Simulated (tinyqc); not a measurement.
## Doping from resistivity

Question. A uniform, uncompensated and fully ionised sample has rho = 1/(q N mu), mu = m1 + (m2 (T/300 K)^(-bt) - m1)/(1 + (N/Nr)^am). Find N, mu and the diffusion coefficient mu Vt.

Inputs (values chosen for the exercise):
- T = 500 K (temperature)
- m1 = 69.2 cm^2/(V s) (mobility limit at high doping)
- m2 = 1370 cm^2/(V s) (mobility limit at low doping, at 300 K)
- Nr = 9.55e16 cm^-3 (reference doping of the mobility law)
- am = 0.702 (exponent of the mobility law)
- bt = 2.3 (temperature exponent of m2)

Constants: q = 1.602176634e-19 C, kB = 1.380649e-23 J/K, Vt = kB T/q. Results are converted to the units shown.

resistivity = 0.33234548 ohm cm

Answer. With am below 1 the product N mu rises steadily with N, so one doping matches; it is found by iterating N = 1/(q rho mu(N)).

N = 7.100e16 cm^-3
mu = 264.5 cm^2/(V s)
diffusion coefficient = 11.40 cm^2/s

tinyqc, about 0.01 s, one thread, Intel Xeon 2.30GHz (shared host): `OMP_NUM_THREADS=1 python tinyqc.py 2110018 2110019 out.jsonl`
